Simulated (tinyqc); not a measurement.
Dose and depth of a threshold implant.

Question. A sheet of D acceptors per cm^2 lies at depth xi inside the depleted layer of a body doped Na. In the depletion approximation VT = Vfb + f2 + q D/Cox + gamma sqrt(f2 + Vsb - q D xi/(eps0 eps_r)), gamma = sqrt(2 eps0 eps_r q Na)/Cox, Cox = eps0 eox/tox. Find gamma, D and xi.

Parameters, values chosen for the exercise; band and dielectric values close to those of silicon:
- eps_r = 11.8 (relative permittivity)
- Na = 8.8e15 cm^-3 (acceptor density deep in the body)
- eox = 7.7 (relative permittivity of the gate insulator (close to silicon nitride))
- tox = 3.4 nm (insulator thickness)
- Vfb = -0.48 V (flat-band voltage)
- f2 = 0.621 V (band bending 2 phiF at threshold)

Constants: q = 1.602176634e-19 C, eps0 = 8.8541878128e-14 F/cm where lengths are in cm. Results are converted to the units shown.

VT against the source at Vsb = 0 and 1.5 V (V): 0.21636762  0.23704312

Answer. With y^2 = f2 - q D xi/(eps0 eps_r) and d the difference of the thresholds over gamma, sqrt(y^2 + Vsb) - y = d gives y = (Vsb - d^2)/(2 d). The first threshold then gives D, and y^2 gives xi.

gamma = 0.02707 V^0.5
D = 7.400e11 cm^-2
xi = 23.00 nm

Numbers from tinyqc (`OMP_NUM_THREADS=1 python tinyqc.py 2080166 2080167 out.jsonl`; about 0.4 s on one thread of a shared Intel Xeon 2.30GHz).
